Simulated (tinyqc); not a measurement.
Worked calculation: conductance of a narrow metal strip with scatterers (square lattice, Green functions). Values are carried at full precision from step to step, so a last printed digit may differ when a step is redone from the rounded ones.

A strip of W sites across with hard walls, site energy 0 and hopping -t. Mode n = 1 to W has profile chi_n(j) = sqrt(2/(W + 1)) sin(n j pi/(W + 1)) and energy en = -2t cos(n pi/(W + 1)); E = en - 2t cos(kn a). With z_n = exp(i kn a) (Im k > 0 for closed modes, |z| < 1) each lead gives the self-energy -t z_n in mode n. One column carries the site energies v, here a uniform barrier across the strip, as of a grain boundary. In the mode basis V_nm = sum_j chi_n(j) v_j chi_m(j), G = (E - en + 2 t z_n - V)^-1, and t_nm = 2t sqrt(sin(kn a) sin(km a)) G_nm in size for open modes. T = sum |t_nm|^2, conductance (2e^2/h) T.

Constants: e^2/h = 3.874045865e-05 S.

Parameters, chosen for this exercise (hopping and spacing of the size met in Cu or Al; the lattice is a model; the results hold for these values, not for the real material):
```
symbol  value                 unit      meaning
t       1.11                  eV        hopping
a       2.78                  angstrom  spacing
W       4                               sites across
E       0.77                  eV        Fermi energy
v       (1.8, 1.8, 1.8, 1.8)  eV        site energies in the scattering column
```

## Modes at the Fermi energy

For each n: en, cos(kn a) = (en - E)/(2t), z_n and the velocity 2 t a sin(kn a) (zero if closed).

Modes:
```
n,en (eV),cos(k a),z,dE/dk (eV angstrom)
1,-1.7960,-1.15586,-0.57619,0.0000
2,-0.6860,-0.65586,-0.65586+0.75488i,4.6588
3,0.6860,-0.03783,-0.03783+0.99928i,6.1672
4,1.7960,0.46217,0.46217+0.88679i,5.4729
```

3 of 4 modes are open, so the clean strip has a resistance of 4302 ohm, whatever its length.

## The scatterer in the mode basis

Form V_nm.

V (eV), lower triangle:
```
,n=1,n=2,n=3,n=4
n=1,1.8000
n=2,0,1.8000
n=3,0,0,1.8000
n=4,0,0,0,1.8000
```

A uniform column does not mix the modes.

## Green function and transmission

E - en + 2 t z_n = 2t (z_n - cos(kn a)). Invert, form |t_nm|^2 = (2t)^2 Im(z_n) Im(z_m) |G_nm|^2 and sum. The added resistance is 1/(2 (e^2/h) T) less the same for the clean strip.

G (1/eV):
```
,n=1,n=2,n=3,n=4
n=1,-1.9488,0.0000,0.0000,0.0000
n=2,0.0000,-0.2976-0.2771i,0.0000,0.0000
n=3,0.0000,0.0000,-0.2206-0.2718i,0.0000
n=4,0.0000,0.0000,0.0000,-0.2530-0.2767i
```

|t_nm|^2, lower triangle:
```
,n=1,n=2,n=3,n=4
n=1,0
n=2,0,0.4643
n=3,0,0,0.6030
n=4,0,0,0,0.5447
```

T = 1.6120
added resistance = 3704 ohm

Mode 2 passes least (0.464) and mode 3 most (0.603); 0.0 % of the transmitted flux changes mode.

## Checks

- Transmitted plus reflected flux against the number of open modes: both 3.00000.

Run: tinyqc, `OMP_NUM_THREADS=1 python tinyqc.py 1481557 1481558 out.jsonl`; Intel(R) Xeon(R) Processor @ 2.30GHz, one thread, shared host; about 0.01 s of CPU time with all checks.
